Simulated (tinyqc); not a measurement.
Bias dependence of the times: oxide trap near a transistor channel: two-state multiphonon kinetics, telegraph noise and bias instability. Computed by tinyqc, a small Python program. Command: `OMP_NUM_THREADS=1 python tinyqc.py 3025232 3025233 out.jsonl oxidetrap walk`. One thread of a shared host (Intel(R) Xeon(R) Processor @ 2.30GHz), about 0.01 s of CPU time with the checks.

An n-channel device under positive gate bias. The trap is empty (state 1) or holds an electron (state 2); both states are parabolas of equal curvature, and the electron reservoir is taken at the Fermi level of the channel.

Inputs (values chosen for the exercise, with an insulator like SiO2 on silicon):
```
quantity                                value   unit
trap depth x from the interface           0.8     nm
tunnel barrier phi_b                     2.99     eV
tunnelling mass m_ox                      0.4    m_0
trap level above E_F at zero field E_t   0.38     eV
relaxation energy E_R                     2.3     eV
oxide field F                             5.9  MV/cm
attempt rate k_0 at the interface       5e+11    1/s
temperature T                             400      K
```

Parts treated: one trap.

Constants: hbar^2/(2 m_0) = 3.80998212 eV angstrom^2; k_B = 8.617333262e-05 eV/K.

Method. kappa = sqrt(2 m_ox phi_b)/hbar = sqrt(m_ox phi_b/(hbar^2/2m_0)); attenuation length lambda = 1/(2 kappa); factor exp(-x/lambda) for a rectangular barrier. E_21 = E_t - e F x is the energy of state 2 over state 1; barriers E_c = (E_R + E_21)^2/(4 E_R), E_e = E_c - E_21; tau_c = exp(E_c/k_B T)/(k_0 P), tau_e = exp(E_e/k_B T)/(k_0 P), P the tunnelling factor; occupation f_2 = tau_e/(tau_c + tau_e); 1/tau_0 = 1/tau_c + 1/tau_e.

tunnelling factor = 1.27875e-04

Against field:
```
F (MV/cm)  E_21 (eV)   tau_c (s)   tau_e (s)         f_2
0.00          0.3800  1.0729e+02  1.7490e-03  1.6301e-05
1.77          0.2384  1.0438e+01  1.0349e-02  9.9052e-04
3.54          0.0968  1.1523e+00  6.9494e-02  5.6878e-02
4.72          0.0024  2.8448e-01  2.6535e-01  4.8260e-01
5.90         -0.0920  7.4292e-02  1.0717e+00  9.3517e-01
7.08         -0.1864  2.0523e-02  4.5791e+00  9.9554e-01
8.85         -0.3280  3.3110e-03  4.4934e+01  9.9993e-01
```

What follows from these numbers?

ln(tau_c/tau_e) falls by e x/k_B T = 2.321 per MV/cm, which measures the depth x if the change of surface potential with bias is left aside. Over these rows tau_c shortens by 4.51 decades and tau_e lengthens by 4.41; the two share the shift almost equally, as the first and last E_21 average to little against E_R. The times cross at F = E_t/(e x) = 4.75 MV/cm.

Extremes, crossings and ranges named in words are read from the listed rows.
